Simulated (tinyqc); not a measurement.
Fermi level and growth conditions: formation energy of a charged point defect from supercell energies. Computed by tinyqc, a small Python program. Command: `OMP_NUM_THREADS=1 python tinyqc.py 3018370 3018371 out.jsonl formation walk`. One thread of a shared host (Intel(R) Xeon(R) Processor @ 2.30GHz), about 0.01 s of CPU time with the checks.

The host is a compound AB. Making the defect adds n_A = 1, n_B = -1 atoms to the cell. All total energies are inputs. E_F is counted from the valence-band maximum (VBM); x = 0 is A-rich and x = 1 B-rich growth.

Inputs (values chosen for the exercise, for a model compound AB):
```
quantity                      value      unit
gap E_g                        3.22        eV
E_VBM of the host cell        2.818        eV
potential alignment dV        -0.14        eV
dielectric constant eps        9.49         -
cell length L                  19.7  angstrom
mu_A of the pure element      -3.74        eV
mu_B of the pure element     -4.256        eV
formation enthalpy dH of AB   -2.13        eV
growth condition x             0.87         -
```

Defect: A on a B site. Supercell lattice: sc.

charge states q: 1  0  -1  -2

E(defect, q) - E(host), in the order of q (eV): -2.648  2.416  6.17  11.291

Constants: e^2/(4 pi eps_0) = 14.39964548 eV angstrom.

Method:
- dmu_A = x dH and dmu_B = (1 - x) dH, so that dmu_A + dmu_B = dH; mu = mu(element) + dmu.
- The reservoir term is sum n_i mu_i.
- Image-charge correction of a point charge in a neutralising background: E_corr = q^2 alpha e^2/(4 pi eps_0) / (2 eps L), alpha = 2.837297 for a sc array with L the cube root of the volume.
- E_f(q, E_F) = [E(defect, q) - E(host)] - sum n_i mu_i + q (E_VBM + dV + E_F) + E_corr(q).
- Each entry is the lowest E_f over q.

E_f(q, 0) (eV): (q=+1) 1.19947, (q=0) 3.47620, (q=-1) 4.66147, (q=-2) 7.43227

sum n_i mu_i = -1.0602 eV

Lowest formation energy (eV):
```
E_F (eV)  stable q  A-rich, x = 0  x = 0.5  B-rich, x = 1
0.000           +1        -2.5067  -0.3767         1.7533
0.402           +1        -2.1047   0.0253         2.1553
0.805           +1        -1.7017   0.4283         2.5583
1.208           +1        -1.2987   0.8313         2.9613
1.610           +1        -0.8967   1.2333         3.3633
2.013           -1        -1.0577   1.0723         3.2023
2.415           -1        -1.4597   0.6703         2.8003
2.818           -2        -1.9099   0.2201         2.3501
3.220           -2        -2.7139  -0.5839         1.5461
```

What does the comparison show, and why?

Going from A-rich to B-rich growth shifts every line by +4.260 eV and moves no transition level. The slope of the envelope is the stable charge, so E_f is highest at E_F = 1.61 eV of those listed, and it falls on both sides: the defect is amphoteric and compensates either doping. Under A-rich growth E_f is negative in every row: the host would not be stable against this defect at that limit.

Extremes, crossings and ranges named in words are read from the listed rows.
